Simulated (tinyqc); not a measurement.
Lifetime against injection: carrier lifetime from Shockley-Read-Hall, radiative, Auger and surface recombination. Computed by tinyqc, a small Python program. Command: `OMP_NUM_THREADS=1 python tinyqc.py 3014295 3014296 out.jsonl lifetime walk`. One thread of a shared host (Intel(R) Xeon(R) Processor @ 2.30GHz), about 0.03 s of CPU time with the checks.

Energies are counted from the top of the valence band. Boltzmann statistics, full ionisation, and equal excess densities of electrons and holes.

Inputs (values chosen for the exercise, with bands modelled on GaP):

| quantity | value | unit |
|---|---|---|
| gap E_g | 2.23 | eV |
| electron mass m_e | 0.491 | m_0 |
| valleys M_c | 3 | - |
| hole mass m_h | 0.82 | m_0 |
| temperature T | 250 | K |
| doping N | 7.2e+14 | cm^-3 |
| trap level E_t | 1.17 | eV |
| trap density N_t | 1.7e+12 | cm^-3 |
| electron cross-section sigma_n | 7.9e-15 | cm^2 |
| hole cross-section sigma_p | 1.5e-16 | cm^2 |
| radiative coefficient B | 1.6e-14 | cm^3/s |
| Auger coefficient C_n | 4.9e-30 | cm^6/s |
| Auger coefficient C_p | 1.3e-30 | cm^6/s |
| diffusion coefficient D | 22 | cm^2/s |
| surface velocity S | 180 | cm/s |
| thickness W | 200 | micrometre |

Doping: p-type. Surface term: two equal surfaces.

Constants: m_0 = 9.1093837015e-31 kg; k_B = 1.380649e-23 J/K; h = 6.62607015e-34 J s; k_B = 8.617333262e-05 eV/K.

Method:
- N_c = 2 M_c (2 pi m_e k_B T/h^2)^(3/2) and N_v = 2 (2 pi m_h k_B T/h^2)^(3/2), masses in units of m_0.
- n_i = sqrt(N_c N_v) exp(-E_g/2 k_B T); majority density N/2 + sqrt(N^2/4 + n_i^2), minority density n_i^2 over it.
- v = sqrt(3 k_B T/m) with m_e or m_h; tau_n0 = 1/(sigma_n v_n N_t), tau_p0 = 1/(sigma_p v_p N_t); n1 = N_c exp(-(E_g - E_t)/k_B T), p1 = N_v exp(-E_t/k_B T).
- The slowest diffusion mode has x tan x = S W/(2 D) with 0 < x < pi/2 (bisection), and tau_s = W^2/(4 x^2 D). The common approximation is W/(2 S) + W^2/(pi^2 D).
- With n = n_0 + dn, p = p_0 + dn and U/dn = 1/tau: (n p - n_i^2)/dn = n_0 + p_0 + dn = s; 1/tau_SRH = s/[tau_p0 (n + n1) + tau_n0 (p + p1)]; 1/tau_rad = B s; 1/tau_Aug = (C_n n + C_p p) s; the rates add, with 1/tau_s.
- Rows stop below half the smaller effective density of states.

N_c = 1.97035e+19 cm^-3

N_v = 1.41749e+19 cm^-3

n_0 = 4.30438e-22 cm^-3

p_0 = 7.20e+14 cm^-3

tau_p0 = 3.33073e-04 s

n1 = 0.00843110 cm^-3

tau_n0 = 4.89370e-06 s

p1 = 3.67586e-05 cm^-3

tau_s = 5.70788e-05 s

Lifetimes (s):

| dn (cm^-3) | SRH | radiative | Auger | effective | radiative efficiency | fastest channel |
|---|---|---|---|---|---|---|
| 1.00e+10 | 4.8983e-06 | 8.6804e-02 | 1.4837e+00 | 4.5109e-06 | 5.1967e-05 | SRH |
| 1.00e+11 | 4.9399e-06 | 8.6794e-02 | 1.4827e+00 | 4.5462e-06 | 5.2380e-05 | SRH |
| 1.00e+12 | 5.3557e-06 | 8.6685e-02 | 1.4720e+00 | 4.8960e-06 | 5.6480e-05 | SRH |
| 1.00e+13 | 9.4563e-06 | 8.5616e-02 | 1.3726e+00 | 8.1115e-06 | 9.4743e-05 | SRH |
| 1.00e+14 | 4.5512e-05 | 7.6220e-02 | 7.8375e-01 | 2.5313e-05 | 3.3210e-04 | SRH |
| 1.00e+15 | 1.9854e-04 | 3.6337e-02 | 8.1474e-02 | 4.4255e-05 | 1.2179e-03 | surface |
| 1.00e+16 | 3.1560e-04 | 5.8302e-03 | 1.4822e-03 | 4.6437e-05 | 7.9649e-03 | surface |
| 1.00e+17 | 3.3559e-04 | 6.2053e-04 | 1.5990e-05 | 1.1813e-05 | 1.9037e-02 | Auger |
| 1.00e+18 | 3.3773e-04 | 6.2455e-05 | 1.6115e-07 | 1.6021e-07 | 2.5652e-03 | Auger |

What does the comparison show, and why?

tau_SRH goes from 4.90e-6 s at low injection (the minority capture time, 4.89e-6 s) to 3.38e-4 s in the last row; at high injection it tends to tau_n0 + tau_p0 = 3.38e-4 s. Ruling channel by row: SRH from 1e10, surface from 1e15, Auger from 1e17 cm^-3. The radiative efficiency peaks at 0.0190 near 1e17 cm^-3, below which non-radiative terms of first order take a larger share and above which Auger recombination does.

Extremes, crossings and ranges named in words are read from the listed rows.
